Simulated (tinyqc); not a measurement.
Grain-boundary trapping model (Seto) of a polycrystalline semiconductor film: one step, computed by the program tinyqc. Command: `OMP_NUM_THREADS=1 python tinyqc.py 3021945 3021946 out.jsonl poly walk`. One thread of a shared host (Intel(R) Xeon(R) Processor @ 2.30GHz), about 0.01 s of CPU time with the checks.

Grains of equal size L are joined by thin boundaries with one trap level. Trapped carriers deplete a width W on each side and raise a barrier, crossed by thermionic emission. Dopants are fully ionised, statistics are non-degenerate and mu_g does not depend on T.

Question. Barrier. N_c(T) = N_c (T/300 K)^(3/2). Filled traps Q = Q_t/(1 + (1/2) exp((E_t* - E_F)/k_B T)), where E_t* = e V_B - E_t and E_F are counted from the band edge at the grain centre. Partial depletion: Q = 2 N W, V_B = e N W^2/(2 eps eps_0), E_F = k_B T ln(N/N_c); solve for W. If that W would exceed L/2 the grain is fully depleted: W = L/2, Q = N L, and E_F follows from the trap equation. Centre density n_0 = N_c exp(E_F/k_B T).

Inputs (values chosen for the exercise, modelled on polycrystalline silicon): permittivity eps = 11.7; effective density of states at 300 K, N_c = 2.8e+19 1/cm^3; grain size L = 100 nm; trap density Q_t = 1.7e+12 1/cm^2; trap level E_t below the band edge = 0.21 eV; doping N = 6.4e+16 1/cm^3; temperature T = 300 K.

Grain interior: neglected.

Constants: k_B = 8.617333262e-05 eV/K; e = 1.602176634e-19 C; eps_0 = 8.8541878128e-12 F/m.

Give: depletion width W; barrier V_B; E_F; centre density n_0.

Answer.

depletion width W = 42.658 nm

barrier V_B = 0.090057 V

E_F = -0.15721 eV

centre density n_0 = 6.40e+16 1/cm^3

The grain is partly depleted; 32.1 % of the traps are filled, and they hold 85.3 % of the carriers.
